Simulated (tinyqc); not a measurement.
Inside a calculation. Method: one-electron ion in a basis of Gaussians. One step of it, computed by the program tinyqc.

Problem. Matrices over normalised Gaussians. With p = a_i + a_j and I(k) = Gamma((k+1)/2) / (2 p^((k+1)/2)): S = I(2l+2), T = (2l+3) a_i a_j S / p, V = -Z I(2l+1), each divided by sqrt(S_ii S_jj).

exponents of r^l exp(-a r^2) (1/bohr^2): [0.042740, 0.102900, 0.247800]

Z = 4

l = 2

Give: S; T; V.

Solution.

S:
```
[[1.0000, 0.7208, 0.2992],
 [0.7208, 1.0000, 0.7207],
 [0.2992, 0.7207, 1.0000]]
```

T (hartree):
```
[[0.1496, 0.1524, 0.0764],
 [0.1524, 0.3602, 0.3668],
 [0.0764, 0.3668, 0.8673]]
```

V (hartree):
```
[[-0.7038, -0.6622, -0.3883],
 [-0.6622, -1.0920, -1.0273],
 [-0.3883, -1.0273, -1.6946]]
```
